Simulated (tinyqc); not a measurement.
Wavelength: periodic multilayer mirror for extreme ultraviolet light.

s polarisation, vacuum above. q_j = sqrt(N_j^2 - sin^2 theta); interface r_jk = (q_j - q_k)/(q_j + q_k) exp(-2 (2 pi/lam)^2 q_j q_k sg^2) (Nevot-Croce; sg = 0 if not given); phase factor of a layer x_j = exp(4 pi i q_j d_j/lam). Each period has the spacer (thickness (1 - Gm) L) on top of the absorber (Gm L). In this recursion R is the amplitude; R in tables and results is the reflectance, its squared modulus. The substrate is of the spacer material. Starting with R = 0 in it, each interface upward gives R -> (r + R x)/(1 + r R x), x that of the layer below the interface (1 for the substrate).

Values chosen for the exercise (optical constants near those of Mo and Si at 13.5 nm; the results hold for these values, not for the real material): dA = (0.0741, 0.00653) (delta and beta of the absorber, N = 1 - delta + i beta); dS = (0.0008, 0.00186) (delta and beta of the spacer and the substrate); L = 7.08 nm (period); Gm = 0.47 (absorber share of the period); theta = 12 degrees (angle from the normal); sg = 0.2 nm (interface roughness); Np = 10 (periods).

The optical constants are held fixed.

Reflectance:
```
lam (nm)      R
12.9      0.255
13.0      0.286
13.1      0.310
13.2      0.326
13.3      0.335
13.4      0.337
13.5      0.331
13.6      0.318
13.7      0.298
13.8      0.272
13.9      0.240
14.1      0.167
14.2      0.129
14.3      0.093
```

Give the missing row, lam (nm) = 14.0.

Computed row:
```
lam (nm)      R
14.0      0.204
```

The largest value listed is 0.337 at 13.4 nm, against lam_B = 2 L Re(mean q) = 13.339 nm; the peak lies on the long side, where the nodes of the standing wave fall in the absorber. R exceeds half of that from 12.9 to 14 nm of the wavelengths listed, at least 8.1 % of the wavelength; a chain of ten mirrors narrows it, since R^10 falls to half where R has lost only 7 %.

Run: tinyqc, `OMP_NUM_THREADS=1 python tinyqc.py 1682709 1682710 out.jsonl`; Intel(R) Xeon(R) Processor @ 2.30GHz, one thread, shared host; about 0.01 s of CPU time with all checks.
